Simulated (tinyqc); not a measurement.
Weaire-Thorpe hybrids on a Bethe lattice: gap and dangling bond of an amorphous tetrahedral solid: sweeps and comparisons. A value that a table varies takes the place of the one given here.

Four sp3 hybrids an atom at energy 0, coupled by -V1 on the atom and by -V2 along a bond; the bonds form a tree (no rings). For any network the gap runs at least from -V2 + V1 to V2 - 3 V1, and p-like states pile up at -V2 + V1 and V2 + V1. On the tree the gap is wider: it ends at Ec = -V1 + sqrt(V2^2 + 4 V1^2 - 2 sqrt3 V1 V2), which makes it well wider than the gaps of the real glasses. A branch seen from a hybrid has the self-energy S = V2^2 g, where g is the Green function of the hybrid across the bond, whose three partners carry S themselves. With a = z - V1, b = a - S: g = 1/(a + V1 b/(b + 3 V1)), z = E + i eta. A full atom has G = (1/b)(b + 3 V1)/(b + 4 V1) per hybrid; a dangling hybrid with shift dh has G = 1/(1/g - dh).

Inputs chosen for the exercise (of the size of tabulated hybrid energies for amorphous silicon; not measured data):
- V1 = 1.84 eV (coupling of two hybrids on one atom)
- V2 = 4.31 eV (coupling of the two hybrids of a bond)
- eta = 0.03 eV (broadening)
- dh = -0.63 eV (shift of the dangling hybrid (rehybridisation))
- VH = 4.71 eV (coupling to a hydrogen atom)
- eH = -3.02 eV (hydrogen level)
- E1s = -3.7 eV (first energy)
- dE = 0.43 eV (step)

## Bulk, dangling and hydrogenated hybrids across the gap

edges (eV): Ev -2.47000, Ec(bound) -1.21000, Ec(tree) 0.31564

Thirteen energies E1s + j dE. With hydrogen the hybrid gains the self-energy VH^2/(z - eH) and dh = 0.

Density per hybrid (1/eV):
```
E (eV),bulk,dangling,with hydrogen
-3.70,0.0023,0.0011,0.0009
-3.27,0.0041,0.0010,0.0005
-2.84,0.0176,0.0011,0.0004
-2.41,0.5308,0.0015,0.0004
-1.98,0.0102,0.0022,0.0003
-1.55,0.0031,0.0038,0.0004
-1.12,0.0016,0.0086,0.0004
-0.69,0.0011,0.0391,0.0005
-0.26,0.0010,1.1531,0.0006
0.17,0.0015,0.0251,0.0011
0.60,0.0200,0.0705,0.0132
1.03,0.0284,0.0749,0.0250
1.46,0.0329,0.0715,0.0377
```

Between Ev = -2.47 and Ec = 0.32 eV the bulk density is a broadening tail (least 0.0010). The dangling hybrid reaches 1.153 at -0.26 eV among these rows; its level lies at -0.321 eV, and the peak there, of width eta, is far higher unless a row falls on it. With hydrogen the largest value on the rows inside the gap, more than 0.05 eV from an edge, is 0.0011, and 1/g = VH^2/(E - eH) has no root in the gap: the state has gone into a bonding level below and an antibonding one above.

## Level against rehybridisation

Root of 1/g(E) = dh for eta = 0 in the gap of the tree, between Ev = -V2 + V1 and Ec; a dash: none. A flatter atom makes the hybrid more p-like (dh > 0, up to V1), a more pyramidal one more s-like (dh < 0).

Level:
```
dh (eV),E (eV),above Ev (eV),weight
-3.0,-1.7495,0.7205,0.591
-2.5,-1.4488,1.0212,0.610
-2.0,-1.1412,1.3288,0.618
-1.5,-0.8331,1.6369,0.612
-1.0,-0.5325,1.9375,0.588
-0.5,-0.2497,2.2203,0.538
0.0,0.0000,2.4700,0.453
0.5,0.1948,2.6648,0.316
1.0,0.3040,2.7740,0.109
```

A level exists for 9 of the 9 rows, from dh = -3 (0.720 eV above Ev) to 1 (2.774 eV); the gap of the tree is 2.786 eV. Its slope dE/d(dh) is the weight, largest at dh = -2 (0.62). A level that rises as the atom flattens is why an emptied dangling bond relaxes flat and a doubly filled one pyramidal.

## Stretching the bonds

V2 is scaled as (d0/d)^2 and V1 stays. Bound 2 V2 - 4 V1; tree V2 - 2 V1 + sqrt(V2^2 + 4 V1^2 - 2 sqrt3 V1 V2); a negative bound means that a network with rings may have no gap.

Against d/d0:
```
d/d0,V2 (eV),V2/V1,bound (eV),tree (eV)
0.96,4.677,2.542,1.993,3.364
0.98,4.488,2.439,1.615,3.061
1.00,4.310,2.342,1.260,2.786
1.02,4.143,2.251,0.925,2.536
1.04,3.985,2.166,0.610,2.310
1.07,3.765,2.046,0.169,2.013
1.10,3.562,1.936,-0.236,1.760
1.15,3.259,1.771,-0.842,1.420
```

The bound falls by 173 meV for each per cent of stretch near d0 and vanishes at d/d0 = 1.082, inside the table. Weak, stretched bonds therefore put states closest to the edges, one origin of band tails.

## What each parameter does

Ev = -V2 + V1, conduction edge of the tree -V1 + sqrt(V2^2 + 4 V1^2 - 2 sqrt3 V1 V2), and the level that solves 1/g(E) = dh for eta = 0. Each row changes one parameter from the base and keeps the others.

Results:
```
case,Ev (eV),Ec (eV),level (eV),weight
base,-2.4700,0.3156,-0.3208,0.554
V1 = 1.76 eV,-2.5500,0.4055,-0.3455,0.587
V2 = 4.46 eV,-2.6200,0.3975,-0.3391,0.578
dh = -0.73 eV,-2.4700,0.3156,-0.3767,0.565
```

The largest shifts from the base row, up to three for each result and ties (the steps differ in size, so this ranks the rows, not the parameters). Ev (eV): V2 -0.1500, V1 -0.0800; unchanged at the printed digits by dh. Ec (eV): V1 +0.0898, V2 +0.0818; unchanged at the printed digits by dh. level (eV): dh -0.0560, V1 -0.0247, V2 -0.0183. weight: V1 +0.033, V2 +0.023, dh +0.011.

tinyqc: `OMP_NUM_THREADS=1 python tinyqc.py 1482643 1482644 out.jsonl`; about 0.05 s, one thread, shared Intel(R) Xeon(R) Processor @ 2.30GHz.
